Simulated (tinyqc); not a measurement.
Hydrogen passivation of interface dangling bonds: competing passivation and dissociation with distributed barriers: one step, computed by the program tinyqc. Command: `OMP_NUM_THREADS=1 python tinyqc.py 3023222 3023223 out.jsonl passiv walk`. One thread of a shared host (Intel(R) Xeon(R) Processor @ 2.30GHz), about 0.02 s of CPU time with the checks.

P_b + H2 gives P_bH + H at the rate k_f [H2]; P_bH gives P_b + H at the rate k_d. All defects start unpassivated. E_f and E_d are Gaussian and independent.

Task: Distributed barriers. [H2] = solubility factor x p; a = k_f0 [H2] exp(-E_f/(k_B T)), d = k_d0 exp(-E_d/(k_B T)). For one pair of barriers the active share is y = [d + a exp(-(a + d) t)]/(a + d). Temperatures in kelvin are T(C) + 273.15. Average y over both Gaussians with 40 x 40 Gauss-Hermite points. Active density N0 y; threshold shift if each active defect holds one charge, e N0 y t_ox/(3.9 eps_0).

Inputs (values chosen for the exercise, close to those used for P_b centres at the silicon-oxide interface):

| quantity | value | unit |
|---|---|---|
| defect density N0 | 1.9e+12 | 1/cm^2 |
| passivation prefactor k_f0 | 3.1e-07 | cm^3/s |
| mean passivation barrier E_f | 1.57 | eV |
| spread sigma_f | 0.053 | eV |
| dissociation prefactor k_d0 | 9.8e+12 | 1/s |
| mean dissociation barrier E_d | 2.85 | eV |
| spread sigma_d | 0.051 | eV |
| H2 in the oxide per atm, solubility factor | 8.5e+17 | 1/(cm^3 atm) |
| hydrogen pressure p | 0.1 | atm |
| anneal temperature T | 700 | C |
| anneal time t | 190 | s |
| oxide thickness | 5.3 | nm |

Constants: k_B = 8.617333262e-05 eV/K; e = 1.602176634e-19 C; eps_0 = 8.8541878128e-12 F/m.

Give: active share y; active density; threshold shift.

Result:

active share y = 1.284e-04

active density = 2.439e+08 1/cm^2

threshold shift = 0.05998 mV

Caution: densities below a few 1e9 per cm^2 are formal: other defects set the floor in real interfaces.
